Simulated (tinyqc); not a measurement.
Worked calculation: cluster expansion of a binary alloy: correlations, fit, cross-validation and ground states. Computed by tinyqc, a small Python program that keeps every step. Command: `OMP_NUM_THREADS=1 python tinyqc.py 3006711 3006712 out.jsonl clex walk`. One thread of a shared host (Intel(R) Xeon(R) Processor @ 2.30GHz), about 0.06 s of CPU time with the checks. Intermediate numbers are printed to about 5 digits and carried at full precision; extremes and crossings named in words are read from the listed rows.

s = +1 for A and -1 for B. Energy per site E = J0 + J1 P(point) + sum over clusters of m V P, with P the mean product of spins; V > 0 on a pair favours unlike neighbours. Clusters per site m: pair 1 4, pair 2 3, pair 3 6, triplet 12; the triplet is two first-neighbour bonds closed by a second-neighbour bond. Formation energies are counted from the line between pure A and pure B, which removes J0 and J1.

Inputs (values chosen for the exercise, for a model alloy): first-pair interaction V1 = 11.5 meV; second-pair interaction V2 = -0.49 meV; third-pair interaction V3 = -1.5 meV; triplet interaction Vt = -2.7 meV; noise amplitude = 5.5 meV/site; temperature T = 1200 K; fraction x of B = 0.83.

Lattice: bcc.

Constants: k_B = 8.617333262e-05 eV/K.

## Design matrix

correlations P, counted on periodic cells, rows A, A3B D0_3, A3B (001) layers, A2B C11_b, AB B2, AB B32, A2B2 B11, AB (110) layers, AB2 C11_b, AB3 D0_3, AB3 (001) layers, B, columns point, pair 1, pair 2, pair 3, triplet:
```
[[1.0000, 1.0000, 1.0000, 1.0000, 1.0000],
 [0.5000, 0.0000, 0.0000, 1.0000, -0.5000],
 [0.5000, 0.0000, 0.6667, 0.3333, 0.1667],
 [0.3333, -0.3333, 0.5556, 0.1111, -0.1111],
 [0.0000, -1.0000, 1.0000, 1.0000, 0.0000],
 [0.0000, 0.0000, -1.0000, 1.0000, 0.0000],
 [0.0000, 0.0000, 0.3333, -0.3333, 0.0000],
 [0.0000, 0.0000, -0.3333, -0.3333, 0.0000],
 [-0.3333, -0.3333, 0.5556, 0.1111, 0.1111],
 [-0.5000, 0.0000, 0.0000, 1.0000, 0.5000],
 [-0.5000, 0.0000, 0.6667, 0.3333, -0.1667],
 [-1.0000, 1.0000, 1.0000, 1.0000, -1.0000]]
```

Design matrix of formation energies: m (P - 1) for pairs and m (P(triplet) - P(point)) for the triplet; x = (1 - P(point))/2.

X, rows A, A3B D0_3, A3B (001) layers, A2B C11_b, AB B2, AB B32, A2B2 B11, AB (110) layers, AB2 C11_b, AB3 D0_3, AB3 (001) layers, B, columns pair 1, pair 2, pair 3, triplet:
```
[[0.000, 0.000, 0.000, 0.000],
 [-4.000, -3.000, 0.000, -12.000],
 [-4.000, -1.000, -4.000, -4.000],
 [-5.333, -1.333, -5.333, -5.333],
 [-8.000, 0.000, 0.000, 0.000],
 [-4.000, -6.000, 0.000, 0.000],
 [-4.000, -2.000, -8.000, 0.000],
 [-4.000, -4.000, -8.000, 0.000],
 [-5.333, -1.333, -5.333, 5.333],
 [-4.000, -3.000, 0.000, 12.000],
 [-4.000, -1.000, -4.000, 4.000],
 [0.000, 0.000, 0.000, 0.000]]
```

## Formation energies

standard normal numbers for the noise (0 for the pure ends): A 0.000, A3B D0_3 -0.836, A3B (001) layers 0.528, A2B C11_b 1.571, AB B2 1.174, AB B32 -0.505, A2B2 B11 -1.317, AB (110) layers -0.718, AB2 C11_b 0.449, AB3 D0_3 -0.466, AB3 (001) layers -0.425, B 0.000

Exact: X V with V = (V1, V2, V3, Vt). The data to fit add the noise amplitude times the normal numbers, standing for what the clusters leave out.

exact energies (meV/site): A 0.00, A3B D0_3 -12.13, A3B (001) layers -28.71, A2B C11_b -38.28, AB B2 -92.00, AB B32 -43.06, A2B2 B11 -33.02, AB (110) layers -32.04, AB2 C11_b -67.08, AB3 D0_3 -76.93, AB3 (001) layers -50.31, B 0.00

data (meV/site): A 0.0000, A3B D0_3 -16.7280, A3B (001) layers -25.8060, A2B C11_b -29.6395, AB B2 -85.5430, AB B32 -45.8375, A2B2 B11 -40.2635, AB (110) layers -35.9890, AB2 C11_b -64.6105, AB3 D0_3 -79.4930, AB3 (001) layers -52.6475, B 0.0000

## Normal equations for V1, V2, Vt

Leave out pair 3: A = X^T X and b = X^T E (E being the data with noise) over these three columns; solve A V = b. The root-mean-square error runs over the structures between the pure ends.

matrix A, rows V1, V2, Vt:
```
[[232.89, 94.22, 0.00],
 [94.22, 79.56, 0.00],
 [0.00, 0.00, 376.89]]
```

b (meV): [2374.1, 992.3, -1047.1]

fitted V1, V2, Vt (meV): [9.8836, 0.7672, -2.7782]

root-mean-square error of the three-cluster fit = 5.3870 meV/site

The fit misses V1 by -1.62, V2 by +1.26 and Vt by -0.08 meV; the omitted V3 = -1.5 meV and the noise shift the fitted values.

## Which clusters to keep

For each set, H = X (X^T X)^-1 X^T over the structures between the ends; residual e = E - H E; leave-one-out error e_i/(1 - H_ii); both as root mean squares.

Fits:
```
clusters     fit error (meV/site)  leave-one-out error (meV/site)  largest H_ii
V1                         17.954                          19.576       0.27481
V1 V2                      17.886                          20.624       0.53206
V1 V3                      17.532                          20.209       0.51153
V1 V2 Vt                    5.387                           8.909       0.53206
V1 Vt                       5.609                           8.205       0.45078
V1 V2 V3                   17.413                          21.285       0.71178
V1 V3 Vt                    4.061                           6.396       0.51153
V1 V2 V3 Vt                 3.510                           5.968       0.71178
```

leave-one-out error without pair 3 = 8.9086 meV/site

leave-one-out error with all four = 5.9685 meV/site

The fit error can only fall as clusters are added, to 3.51 meV with all four. The leave-one-out error is least for V1 V2 V3 Vt (5.97 meV): dropping V2, V3 or Vt makes prediction worse at this noise.

## Ground states by the convex hull

Height above the hull = E less the lowest straight line between two structures that bracket x (or the lowest structure at the same x). The three-term fit is X V with the fitted values.

Hull among these structures (meV/site):
```
structure              x  exact E  above hull  fitted E  above hull, fit
A                 0.0000     0.00       0.000     0.000            0.000
A3B D0_3          0.2500   -12.13      33.870    -8.498           31.036
A3B (001) layers  0.2500   -28.71      17.290   -29.189           10.345
A2B C11_b         0.3333   -38.28      23.053   -38.919           13.794
AB B2             0.5000   -92.00       0.000   -79.069            0.000
AB B32            0.5000   -43.06      48.940   -44.138           34.931
A2B2 B11          0.5000   -33.02      58.980   -41.069           38.000
AB (110) layers   0.5000   -32.04      59.960   -42.603           36.465
AB2 C11_b         0.6667   -67.08      14.873   -68.552            7.920
AB3 D0_3          0.7500   -76.93       0.000   -75.174            0.000
AB3 (001) layers  0.7500   -50.31      26.620   -51.414           23.760
B                 1.0000     0.00       0.000     0.000            0.000
```

lowest exact formation energy = -92 meV/site

On the exact hull: A, AB B2, AB3 D0_3, B. The fit finds the same set. A structure at zero height may lie on a tie line without being a vertex, and structures outside this list could lie lower.

## The random alloy and its short-range order

Random alloy: P(pair) = p^2, P(triplet) = p^3, p = 1 - 2x, so H_mix = (p^2 - 1) sum m V(pairs) + (p^3 - p) m Vt; G_mix = H_mix + k_B T [x ln x + (1 - x) ln(1 - x)]. To first order in 1/T the Warren-Cowley parameter of shell 1 is alpha_1 = -(1 - p^2) V_eff/(k_B T), V_eff = V1 + (number of triplets on a first-neighbour bond) p Vt, that number being 6.

mixing enthalpy H_mix = -32.122 meV/site

mixing free energy G_mix = -79.265 meV/site

alpha_1 = -0.12112

alpha_1 < 0: unlike neighbours are preferred.

Checks made by the program: leave-one-out formula against refits (relative difference below 1e-10).
